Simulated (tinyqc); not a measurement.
All together: low-temperature mobility of a two-dimensional electron gas with static screening. Computed by tinyqc, a small Python program. Command: `OMP_NUM_THREADS=1 python tinyqc.py 3000571 3000572 out.jsonl twodeg walk`. One thread of a shared host (Intel(R) Xeon(R) Processor @ 2.30GHz), about 0.01 s of CPU time with the checks.

One subband is filled, the gas is degenerate and scatters at the Fermi circle; one permittivity serves on both sides of the interface. All formulas are in SI units, masses times m_0. Piezoelectric and polar phonons are left out, and n_s is taken as set by a gate, independent of N_i.

Inputs (values chosen for the exercise, modelled on an InAs channel):

| quantity | value | unit |
|---|---|---|
| in-plane mass m | 0.0301 | m_0 |
| mass across the layer m_z | 0.0305 | m_0 |
| permittivity eps | 14.7 | - |
| valley degeneracy g_v | 1 | - |
| sheet density n_s | 8.4e+11 | 1/cm^2 |
| depletion charge N_d | 5.1e+10 | 1/cm^2 |
| roughness height Delta | 0.74 | nm |
| correlation length Lambda | 6.1 | nm |
| remote charge density N_i | 4.6e+10 | 1/cm^2 |
| distance d of the charges from the interface | 3.1 | nm |
| density rho | 5680 | kg/m^3 |
| sound velocity v_l | 4310 | m/s |
| deformation potential D_A | 7.5 | eV |
| temperature T | 40 | K |

Wave function: ideal sheet. Roughness spectrum: exponential.

Constants: m_0 = 9.1093837015e-31 kg; e = 1.602176634e-19 C; eps_0 = 8.8541878128e-12 F/m; hbar = 1.054571817e-34 J s; k_B = 1.380649e-23 J/K.

Method:
- k_F = sqrt(2 pi n_s/g_v); E_F = hbar^2 k_F^2/(2 m); q_TF = g_v m e^2/(2 pi eps eps_0 hbar^2); Fang-Howard parameter b = [12 m_z e^2 (N_d + 11 n_s/32)/(eps eps_0 hbar^2)]^(1/3), mean depth 3/b; effective field F = e (N_d + n_s/2)/(eps eps_0).
- Form factors of a sheet of zero thickness: G(q) = 1, P(q) = exp(-q d). Dielectric function eps(q) = 1 + q_TF G(q)/q, with q = 2 k_F sin(theta/2).
- Roughness: <|U|^2> = (e F)^2 S(q), S = pi Delta^2 Lambda^2/(1 + q^2 Lambda^2/2)^(3/2).
- 1/tau_t = (m/(pi hbar^3)) int_0^pi (1 - cos theta) <|U|^2>/eps(q)^2 dtheta; the quantum rate 1/tau_q drops the factor (1 - cos theta); 200 Gauss-Legendre points in s with theta = pi s^2, s from 0 to 1; mu = e tau_t/m.
- Remote charges: <|U|^2> = N_i [e^2 P(q)/(2 eps eps_0 q)]^2.
- Unscreened deformation potential in equipartition: 1/tau = m D_A^2 k_B T I/(rho v_l^2 hbar^3), I = int |psi|^4 dz = 3 b/16 for the Fang-Howard function (used for both wave-function options); mu = e tau/m. Bloch-Grueneisen temperature T_BG = 2 hbar v_l k_F/k_B.
- At the Fermi circle the rates add, so 1/mu is the sum; sheet resistance 1/(n_s e mu); mean free path hbar k_F mu/e; the quantum time adds the rates 1/tau_q, with the isotropic acoustic rate e/(m mu).

roughness mobility = 454584 cm^2/(V s)

remote-charge mobility = 644584 cm^2/(V s)

acoustic mobility = 6.48832e+06 cm^2/(V s)

k_F = 0.229736 1/nm

tau_q, roughness = 5.75153 ps

tau_q, charges = 0.955518 ps

Mobilities:

| process | mu (cm^2/(V s)) | share of 1/mu (%) |
|---|---|---|
| roughness | 4.5458e+05 | 56.329 |
| remote charges | 6.4458e+05 | 39.725 |
| acoustic phonons | 6.4883e+06 | 3.9465 |

mobility mu = 2.5606e+05 cm^2/(V s)

sheet resistance = 29.018 ohm

mean free path = 3872.0 nm

Dingle ratio tau_t/tau_q = 5.3875

The largest single share of 1/mu (56 %) belongs to roughness: the field presses the gas against the interface, and the rate goes as F^2. The Dingle ratio of 5.39 marks small-angle scattering by a smooth potential. Caution: E_F exceeds 1.1 (hbar^2 e^2 F^2/2 m_z)^(1/3), of the order of the first subband spacing (1.75 times that in a triangular well, less with self-consistent band bending), so a second subband may fill.

Extremes, crossings and ranges named in words are read from the listed rows.
